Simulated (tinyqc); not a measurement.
Thin-body transistor below threshold, two-dimensional Poisson equation on a small mesh: one step of the calculation.

A thin body on a thick buried insulator of low permittivity, taken as carrying no normal field at the bottom of the body (row 0). Mobile charge is neglected (subthreshold), the body is fully depleted, and potentials are counted from the intrinsic level; rows run upward to the gate, columns from source to drain.

Question. Gauss-Seidel sweep. Free nodes: rows 0..2, columns 1..3, taken row by row from row 0, left to right. t = (up psi(above) + dn psi(below) + lat [psi(left) + psi(right)] + s)/(up + dn + 2 lat), with the newest neighbours; psi(new) = t.

psi at the start (fixed values on the edges, free nodes at zero) (V):
```
              j=0         j=1         j=2         j=3         j=4
row 0  0.56000000  0.00000000  0.00000000  0.00000000  0.86000000
row 1  0.56000000  0.00000000  0.00000000  0.00000000  0.86000000
row 2  0.56000000  0.00000000  0.00000000  0.00000000  0.86000000
row 3  0.12000000  0.12000000  0.12000000  0.12000000  0.12000000
```

```
row         up         dn        lat  s (V)
0    32.725000          0  2.1636364      0
1    32.725000  32.725000  4.3272727      0
2    25.603448  32.725000  3.7454545      0
```

Find: psi after iteration 1.

Answer.

psi after iteration 1 (V):
```
          j=0     j=1     j=2     j=3     j=4
row 0  0.5600  0.0327  0.0019  0.0503  0.8600
row 1  0.5600  0.0471  0.0036  0.0727  0.8600
row 2  0.5600  0.1020  0.0543  0.1348  0.8600
row 3  0.1200  0.1200  0.1200  0.1200  0.1200
```

Program tinyqc, `OMP_NUM_THREADS=1 python tinyqc.py 2480135 2480136 out.jsonl`; Intel Xeon 2.30GHz, shared host, one thread, about 0.2 s.
